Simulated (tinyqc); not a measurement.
Fitting sp3s* parameters to three gaps by Newton steps: sweeps and comparisons. A value that a table varies takes the place of the one given here.

sp3s* tight binding, nearest neighbours only: anion (a) at 0, cation (c) at a/4 (1,1,1), orbitals s, px, py, pz, s* on each; k in units of 2 pi/a. With phases e_j = exp(i (pi/2) k.n_j) for n = (1,1,1), (1,-1,-1), (-1,1,-1), (-1,-1,1): g0 = (e1+e2+e3+e4)/4, g1 = (e1+e2-e3-e4)/4, g2 = (e1-e2+e3-e4)/4, g3 = (e1-e2-e3+e4)/4. The diagonal holds the levels Esa, Epa, Exa (s*) and Esc, Epc, Exc. Anion-cation block: <sa|sc> = Vss g0; <sa|xc> = Vsapc g1; <xa|sc> = -Vscpa g1; <xa|xc> = Vxx g0; <xa|yc> = <ya|xc> = Vxy g3, <xa|zc> = <za|xc> = Vxy g2, <ya|zc> = <za|yc> = Vxy g1; <s*a|xc> = Vxapc g1; <xa|s*c> = -Vpaxc g1; y and z take g2 and g3 in place of g1; s-s* and s*-s* vanish.

Gaps are level 5 at Gamma, X = (1,0,0) and L = (1/2,1/2,1/2) less level 4 at Gamma; no spin-orbit coupling. Free parameters: Vss, Vsapc and Vpaxc. H is linear in them, so by Hellmann-Feynman J_ij = <u|dH/dp_j|u> for level 5 at point i less the same for level 4 at Gamma. Newton: p(new) = p + J^-1 (target - gaps); stop when all misses are below 1e-7 eV.

Constants: hbar^2/2m0 = 3.80998211 eV angstrom^2.

Inputs chosen for the exercise (out of a larger set: near a published set for GaAs, fitted to gaps, whose masses and valley positions are rough; not measured data):
```
symbol  value                                                                                         unit      meaning
p       (-8.339, 1.044, -2.663, 3.681, 8.58, 6.746, -6.459, 1.956, 5.077, 4.474, 5.769, 4.86, 4.789)  eV        start, order Esa, Epa, Esc, Epc, Exa, Exc, Vss, Vxx, Vxy, Vsapc, Vscpa, Vxapc, Vpaxc
tg      (1.4416, 2.0834, 1.6646)                                                                      eV        target gaps at Gamma, X, L
a       5.648                                                                                         angstrom  lattice constant
```

## Equal gaps, different models

The same three targets are met with other triples of free parameters (those for which Newton converges within 3 eV of the start). Not fitted: level 5 at K = (3/4,3/4,0) above Ev, the spacing of levels 6 and 5 at X, the depth of level 2 at X below Ev, the valence width at Gamma, and the mass c q^2/(E(q) - E(0)) of level 5 along [100], q = 0.002 (2 pi/a), c = hbar^2/2m0.

Unfitted results:
```
free parameters    largest change (eV)  K (eV)  X spacing (eV)  level 2 at X (eV)  valence width (eV)  mass (m0)
start                            0.000   1.969           0.367              7.483              12.560     0.1199
Vss, Vxapc, Vpaxc                0.119   2.011           0.263              7.497              12.451     0.1095
Esc, Vxapc, Vpaxc                0.194   2.025           0.361              7.522              12.606     0.1104
Vss, Vsapc, Vpaxc                0.229   1.991           0.154              7.545              12.451     0.1078
Esa, Vxapc, Vscpa                0.371   2.018           0.310              7.502              12.822     0.1086
Vss, Exa, Exc                    0.229   2.012           0.264              7.487              12.451     0.1095
Esc, Vsapc, Exc                  0.156   2.009           0.243              7.570              12.606     0.1086
```

What can be read from the table?

All fitted rows have the same three gaps, yet they spread by 33 meV at K, 208 meV in the X spacing, 83 meV in level 2 at X, 371 meV in the valence width and 2.4 % in the mass. The smallest change of parameters, 0.119 eV, is that of Vss, Vxapc, Vpaxc. A fit fixes what it was given and leaves the rest to the choice of free parameters.

## How errors in the targets pass to the parameters

J:
```
            Vss    Vsapc     Vpaxc
Gamma  -0.91552  0.00000   0.00000
X       0.00000  0.49811   0.00000
L      -0.24251  0.31571  -0.12629
```

The gaps at Gamma, X and L of an sp3s* model are fitted with Vss, Vsapc and Vpaxc; J holds the derivatives of the gaps by these parameters at the start. The change of each parameter for +10 meV on one target is 10 J^-1, in meV.

Shifts (meV):
```
target raised    Vss  Vsapc  Vpaxc
Gamma          -10.9    0.0   21.0
X                0.0   20.1   50.2
L                0.0    0.0  -79.2
```

root sum of squares (meV): Vss 10.9, Vsapc 20.1, Vpaxc 96.1

What can be read from the table?

Independent errors of 10 meV leave Vpaxc least certain (96 meV) and Vss best fixed (10.9 meV). The largest single entry, 79 meV, comes from the target at L.

Run: tinyqc, `OMP_NUM_THREADS=1 python tinyqc.py 1480638 1480639 out.jsonl`; Intel(R) Xeon(R) Processor @ 2.30GHz, one thread, shared host; about 0.1 s of CPU time with all checks.
